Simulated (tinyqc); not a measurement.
Landau-Devonshire theory of a uniaxial ferroelectric: one step, computed by the program tinyqc. Command: `OMP_NUM_THREADS=1 python tinyqc.py 3007796 3007797 out.jsonl ferro walk`. One thread of a shared host (Intel(R) Xeon(R) Processor @ 2.30GHz), about 0.01 s of CPU time with the checks.

G(P) = (alpha/2) P^2 + (beta*/4) P^4 + (gamma/6) P^6 - E P per volume, SI units, one domain, P along the polar axis, which is normal to the film.

Problem. Coefficients at T. alpha = alpha_0 (T - T0*), with clamping: T0* = T0 + 4 Q12 u_m/(alpha_0 (s11 + s12)), beta* = beta + 4 Q12^2/(s11 + s12).

Inputs (values chosen for the exercise, modelled on barium titanate):
```
quantity                        value         unit
alpha_0                        646000  J m/(C^2 K)
Curie-Weiss temperature T0        381            K
beta                        -7.78e+08    J m^5/C^4
temperature T                     316            K
misfit strain u_m              -0.007            -
electrostriction Q12           -0.043      m^4/C^2
compliance s11 + s12          5.6e-12        m^2/N
```

Sample: epitaxial film.

Give: T0*; alpha; beta*.

Solution.

T0* = 713.82 K

alpha = -2.5699e+08 J m/C^2

beta* = 5.4271e+08 J m^5/C^4

Compression raises T0 by 333 K. beta* > 0: the transition is of second order, although the free crystal has a first-order one.
